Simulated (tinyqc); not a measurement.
Thermal and gravitational stress in a wafer during furnace and rapid thermal processing, and the onset of slip: one step, computed by the program tinyqc.

A thin free disc in plane stress, isotropic; T(r) = T_centre + dT (r/R)^n with n = 2. Stress is positive in tension; sigma_SB = 5.670374419e-8 W/(m^2 K^4), g = 9.80665 m/s^2.

Task: Slip criterion. With x = r/R: s_rr = alpha E dT (1 - x^n)/(n + 2), s_tt = alpha E dT [1 - (n + 1) x^n]/(n + 2). Critical resolved stress tau_c = A exp(U/(k_B T)), a form chosen for the exercise; slip when 0.492799 |s_tt(R)| > tau_c; allowed |dT| = tau_c (n + 2)/(0.492799 n alpha E).

Inputs (values chosen for the exercise, modelled on silicon):
```
quantity,value,unit
Young's modulus E,155,GPa
expansion alpha,4.11,1e-6/K
edge less centre temperature dT,16,K
temperature T,1475,K
prefactor A of the critical stress,0.00034,MPa
energy U of the critical stress,1.02,eV
```

Temperature profile: parabolic.

hoop stress at the edge = -5.0964 MPa

Constants: k_B = 8.617333262e-05 eV/K.

Give: critical stress tau_c; resolved over critical stress; allowed |dT|.

Result:

critical stress tau_c = 1.039 MPa

resolved over critical stress = 2.417

allowed |dT| = 6.619 K

Slip is expected.
